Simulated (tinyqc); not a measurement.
Raising U: Hubbard chain of 5 sites, mean field against exact. Computed by the program tinyqc. Collinear unrestricted mean field (the lowest of 40 random starts) against exact diagonalisation.

one-body matrix (hopping and site energies) (eV):
```
         1        2        3        4        5
1   0.0000  -1.1900   0.0000   0.0000   0.0000
2  -1.1900   0.0000  -1.1900   0.0000   0.0000
3   0.0000  -1.1900   0.0000  -1.1900   0.0000
4   0.0000   0.0000  -1.1900   0.0000  -1.1900
5   0.0000   0.0000   0.0000  -1.1900   0.0000
```

electrons, up and down: 3  2

Exact and mean-field results (eV):
```
U            U/t    E exact  E mean field  mean |n_up - n_down|  double occupancy, exact  first gap in the sector
0.5900    0.4958  -5.844242     -5.817786                0.2312                   0.2126                   1.1350
1.1900    1.0000  -5.238741     -5.133451                0.2783                   0.1910                   1.0697
2.3800    2.0000  -4.229440     -3.867032                0.4597                   0.1488                   0.9278
4.7600    4.0000  -2.876793     -2.264958                0.8098                   0.0840                   0.6756
7.1400    6.0000  -2.108997     -1.553063                0.9127                   0.0489                   0.5071
9.5200    8.0000  -1.645275     -1.175918                0.9504                   0.0309                   0.3995
14.2800  12.0000  -1.131080     -0.789183                0.9779                   0.0150                   0.2767
23.8000  20.0000  -0.690089     -0.475106                0.9920                   0.0057                   0.1695
```

Estimate the missing row, U = 3.57.

Computed row:
```
U          U/t    E exact  E mean field  mean |n_up - n_down|  double occupancy, exact  first gap in the sector
3.5700  3.0000  -3.456555     -2.898492                0.6835                   0.1123                   0.7917
```

In absolute terms mean field is worst at U/t = 4.0, 0.612 eV too high: at small U it is nearly exact, and at large U it misses only exchange-scale energies. Relative to the exact energy its error is 0.5 % at the smallest U, 31 % at most and 31 % at the largest. The double occupancy falls from 0.213 to 0.006; at the largest U the first gap is 0.71 times the exchange scale 4t^2/U.
